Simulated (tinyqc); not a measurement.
What moves the results: conductance of a narrow metal strip with scatterers (square lattice, Green functions). A value that a table varies takes the place of the one given here.

A strip of W sites across with hard walls, site energy 0 and hopping -t. Mode n = 1 to W has profile chi_n(j) = sqrt(2/(W + 1)) sin(n j pi/(W + 1)) and energy en = -2t cos(n pi/(W + 1)); E = en - 2t cos(kn a). With z_n = exp(i kn a) (Im k > 0 for closed modes, |z| < 1) each lead gives the self-energy -t z_n in mode n. One column carries the site energies v, here a uniform barrier across the strip, as of a grain boundary. In the mode basis V_nm = sum_j chi_n(j) v_j chi_m(j), G = (E - en + 2 t z_n - V)^-1, and t_nm = 2t sqrt(sin(kn a) sin(km a)) G_nm in size for open modes. T = sum |t_nm|^2, conductance (2e^2/h) T.

Constants: e^2/h = 3.874045865e-05 S.

Parameters, chosen for this exercise (hopping and spacing of the size met in Cu or Al; the lattice is a model; not measured data):
- t = 1.08 eV (hopping)
- W = 4 (sites across)
- v = (1.3, 1.3, 1.3, 1.3) eV (site energies in the scattering column)
- a = 2.84 angstrom (spacing)
- E = -2.27 eV (Fermi energy)

## Conductance steps with and without the scatterer

E is varied across the lower half of the band.

Against energy:
```
E/t    E (eV)  open modes       T  reflected
-3.30  -3.564           1  0.4470     0.5530
-2.95  -3.186           1  0.6057     0.3943
-2.65  -2.862           1  0.6695     0.3305
-2.30  -2.484           2  1.1562     0.8438
-1.95  -2.106           2  1.3343     0.6657
-1.65  -1.782           2  1.4035     0.5965
-1.30  -1.404           3  1.6198     1.3802
-0.95  -1.026           3  1.9544     1.0456
-0.65  -0.702           3  2.0357     0.9643
-0.30  -0.324           4  2.2056     1.7944
0.05    0.054           4  2.3998     1.6002
```

What can be read from the table?

The clean strip goes from 1 to 4 open modes. The reflected flux ranges from 0.331 (E/t = -2.65) to 1.794 (E/t = -0.3). A uniform barrier reflects each mode by v^2/(v^2 + (2t sin(kn a))^2), most the slow ones just above their thresholds.

## The same scatterer in wider strips

Width (W + 1) a; the strength is the entry of v largest in size. The barrier spans the width. Added resistance (1/T - 1/M)/(2 e^2/h), M the number of open modes.

Against width:
```
W   width (angstrom)   M       T     T/M  added resistance (ohm)
3               11.4   1  0.7088  0.7088                  5301.8
4               14.2   2  1.2760  0.6380                  3661.9
5               17.0   2  1.3851  0.6926                  2864.8
6               19.9   3  1.8867  0.6289                  2538.7
8               25.6   4  2.4955  0.6239                  1945.2
10              31.2   5  3.1042  0.6208                  1576.4
14              42.6   7  4.3231  0.6176                  1141.7
20              59.6  10  6.1558  0.6156                   806.0
```

What does this show, and why?

The added resistance is 5302 ohm at W = 3 and 806.0 at W = 20; from W = 10 to 20 it changes by a factor 0.51, where 1/M gives 0.50 and 1/M^2 gives 0.25. A barrier across the strip keeps T/M near a constant (0.62 to 0.62 for W of 8 and more), so its resistance goes as 1/width on average, with steps as modes open: resistance times width runs from 48.1 to 49.7 kohm angstrom there.

## What each change does

Open modes M, T and the added resistance (1/T - 1/M)/(2 e^2/h). Each row changes one parameter from the base and keeps the others.

Results:
```
case                             M       T  added resistance (ohm)
base                             2  1.2760                    3662
t = 1.123 eV                     2  1.3436                    3153
E = -2.18 eV                     2  1.3106                    3395
v = (1.69, 1.69, 1.69, 1.69) eV  2  1.0294                    6084
```

What can be read from the table?

The largest shifts from the base row, up to three for each result and ties (the steps differ in size, so this ranks the rows, not the parameters). M: unchanged at the printed digits by t, E and v. T: v -0.2465, t +0.0677, E +0.0346. added resistance (ohm): v +2423, t -509, E -267.

(tinyqc, `OMP_NUM_THREADS=1 python tinyqc.py 1451751 1451752 out.jsonl`, Intel(R) Xeon(R) Processor @ 2.30GHz, 1 thread, shared host, about 0.01 s.)
